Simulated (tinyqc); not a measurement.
Harmonic frequencies on the UHF/sto-3g surface (energies and gradients from PySCF), for H2+, spin multiplicity 2, step by step. One step of it, computed by the program tinyqc.

Problem. One row of the Hessian: 1Hz. Displace 1Hz by +/-0.005 bohr; H(k, :) = (g(+) - g(-)) / (2 delta).

optimised positions (bohr):
```
           x         y          z
1H  0.000000  0.000000  -0.208368
2H  0.000000  0.000000   1.795738
```

gradient at +delta (hartree/bohr):
```
             x           y            z
1H  0.00000000  0.00000000   0.00073816
2H  0.00000000  0.00000000  -0.00073816
```

gradient at -delta (hartree/bohr):
```
             x           y            z
1H  0.00000000  0.00000000  -0.00069876
2H  0.00000000  0.00000000   0.00069876
```

Give: row of the Hessian.

Solution.

row of the Hessian (hartree/bohr^2): 1Hx 0.000000, 1Hy 0.000000, 1Hz 0.143692, 2Hx 0.000000, 2Hy 0.000000, 2Hz -0.143692
